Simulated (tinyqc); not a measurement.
Inside a calculation: interface roughness in a thin film (subband fluctuation and scattering). Values are carried at full precision from step to step, so a last printed digit may differ when a step is redone from the rounded ones.

Square well of width t, barriers V0, c = hbar^2/2m0: E1 solves k t + 2 atan[(k/mz)/(kappa/mb)] = pi, k = sqrt(mz E/c), kappa = sqrt(mb (V0 - E)/c). One interface is rough, so the subband edge fluctuates by G dt with G = |dE1/dt| (central difference of 0.01 angstrom; 2 E1/t for hard walls).

Constants: hbar^2/2m0 = 3.80998211 eV angstrom^2; e^2/(4 pi eps0) = 14.39964547 eV angstrom; hbar = 6.58211957e-16 eV s.

Inputs chosen for the exercise (near those of a thin GaN channel; not measured data):
```
symbol  value  unit         meaning
t       32     angstrom     film thickness
mz      0.195  m0           confinement mass
V0      1.95   eV           barrier
mb      0.31   m0           barrier mass
D       3.5    angstrom     rms height of the roughness
md      0.201  m0           mass in the plane
gv      1                   valleys
Lc      26     angstrom     correlation length
Ns      1.9    x 1e12/cm^2  sheet density
eps     9.1                 mean dielectric constant at the channel
Lg      200    angstrom     gate length
Wg      150    angstrom     gate width
```

## Sensitivity of the level to thickness

Give E1, G, the hard-wall values and the rms fluctuation G D.

E1 = 120.70 meV
G = |dE1/dt| = 6.0426 meV/angstrom

hard walls: E1 (meV) and G (meV/angstrom): [188.316, 11.770]

G D = 21.15 meV

Hard walls overstate G by a factor 1.95, and the scattering rate, which goes as G^2, by 3.79.

## The angular integrand

Gaussian roughness spectrum S(q) = pi D^2 Lc^2 exp(-q^2 Lc^2/4). Degenerate gas, taken to fill one subband (the second starts to fill once c kF^2/md exceeds E2 - E1, which is not tested here): kF = sqrt(2 pi Ns/gv), q = 2 kF sin(theta/2), 1/tau = (md/(2 pi c hbar)) G^2 times the integral from 0 to pi of S(q)(1 - cos theta)/eps(q)^2 dtheta, eps(q) = 1 + qs/q with screening (qs = gv md q0/(c eps), q0 = e^2/(4 pi eps0), form factors left out, which overstates the screening; other scattering is left out too, so these values lie far above measured mobilities in all but the thinnest films) or 1 without; mobility = tau c2/md with c2 = e/m0 = 1.75882e15 cm^2/(V s^2); 1e12/cm^2 = 1e-4/angstrom^2.

kF, qs, and exp(-q^2 Lc^2/4)(1 - cos theta) without and with the factor 1/eps^2 at theta = 30, 60, ..., 180 degrees.

kF = 0.03455 1/angstrom
qs = 0.0835 1/angstrom

Integrand:
```
theta  q (1/angstrom)   bare  eps(q)  screened
30             0.0179  0.127    5.67   0.00395
60             0.0346  0.409    3.42    0.0350
90             0.0489  0.668    2.71    0.0911
120            0.0598  0.819    2.39     0.143
150            0.0667  0.879    2.25     0.173
180            0.0691  0.892    2.21     0.183
```

kF Lc = 0.90: the roughness is short-ranged for these electrons, and back-scattering dominates.

## Scattering time and mobility

Integrate over theta.

Results:
```
case      integral  tau (fs)  mobility (cm^2/(V s))
bare         1.753     47.08                  412.0
screened    0.2816     293.1                   2565
```

Screening raises the mobility by a factor 6.2. With it kF l = 20.2, so by this rate the carriers are far from localisation. G D = 21.1 meV is more than half of EF - E1 = 22.6 meV, though, which makes the Born rate doubtful.

## Threshold variation

Averaged over an area A = Lg Wg much larger than Lc^2, the thickness varies by D sqrt(pi Lc^2/A), so sigma(Vt) = G D Lc sqrt(pi/A)/e; the Pelgrom coefficient is sigma sqrt(A) (1 micrometre = 1e4 angstrom).

rms of the mean thickness = 0.931 angstrom
sigma(Vt) = 5.627 mV
coefficient = 0.0975 mV micrometre

The electrostatic effect of the thickness is left out.

## Checks

- G from the envelope at the wall, psi(t/2)^2 (E1 + c mz (kappa/mb)^2), against the difference quotient, meV/angstrom: both 6.043.
- Bare integral for Lc -> 0 against pi: both 3.1416.

Program tinyqc; command `OMP_NUM_THREADS=1 python tinyqc.py 1250803 1250804 out.jsonl`; about 0.01 s on one thread of a shared Intel(R) Xeon(R) Processor @ 2.30GHz.
